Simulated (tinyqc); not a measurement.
Epitaxial growth on a vicinal surface: Burton-Cabrera-Frank step flow, step-edge barrier and island nucleation: one step, computed by the program tinyqc.

Adatoms land at rate F, hop on a square grid (a simplification for hexagonal faces), desorb, or join steps. Lengths are in units of a and n is the adatom coverage. Steps ascend at x = 0 and descend at x = l.

Task: Scales. D = nu exp(-E_d/(k_B T)) (a^2/s, nu counted per direction); tau = exp(E_a/(k_B T))/nu; x_s = sqrt(D tau); n_eq = exp(-E_f/(k_B T)); terrace width l = h/(a tan(miscut)); Schwoebel length l_s = exp(E_s/(k_B T)) - 1. Temperatures in kelvin are T(C) + 273.15.

Inputs (values chosen for the exercise, close to those used for 4H-SiC(0001)):
```
quantity                     value      unit
site spacing a                3.08  angstrom
step height h                 2.52  angstrom
diffusion barrier E_d         1.68        eV
desorption energy E_a         3.79        eV
adatom formation energy E_f   1.52        eV
step-edge barrier E_s            0        eV
attempt frequency nu            10       THz
miscut angle                     4   degrees
temperature T                 1570         C
```

Constants: k_B = 8.617333262e-05 eV/K.

Give: D; lifetime tau; diffusion length x_s; equilibrium coverage n_eq; terrace width l; Schwoebel length l_s.

Result:

D = 2.549e+08 a^2/s

lifetime tau = 0.002307 s

diffusion length x_s = 766.9 a

equilibrium coverage n_eq = 6.979e-05

terrace width l = 11.70 a

Schwoebel length l_s = 0 a

l/x_s = 0.0153: nearly every adatom reaches a step.
